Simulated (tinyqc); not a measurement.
Formation energy of a charged point defect from supercell energies: one step, computed by the program tinyqc.

The host is a compound AB. Making the defect adds n_A = 0, n_B = -1, n_X = 1 atoms to the cell. All total energies are inputs. E_F is counted from the valence-band maximum (VBM); x = 0 is A-rich and x = 1 B-rich growth.

Question. Chemical potentials. dmu_A = x dH and dmu_B = (1 - x) dH, so that dmu_A + dmu_B = dH; mu = mu(element) + dmu. The impurity is held at its solubility limit: dmu_X = min(0, dH(AX) - dmu_A). The reservoir term is sum n_i mu_i.

Inputs (values chosen for the exercise, with gap and screening modelled on AlN):
```
quantity                      value  unit
mu_B of the pure element      -4.55    eV
formation enthalpy dH of AB   -3.45    eV
growth condition x             0.31     -
mu_X of the pure element     -1.569    eV
formation enthalpy of AX      -0.62    eV
```

Defect: impurity X on a B site. Supercell lattice: fcc.

Give: dmu_A; dmu_B; dmu_X; sum n_i mu_i.

Answer.

dmu_A = -1.0695 eV

dmu_B = -2.3805 eV

dmu_X = 0 eV

sum n_i mu_i = 5.3615 eV

Here the pure element X, not the compound, caps mu_X.
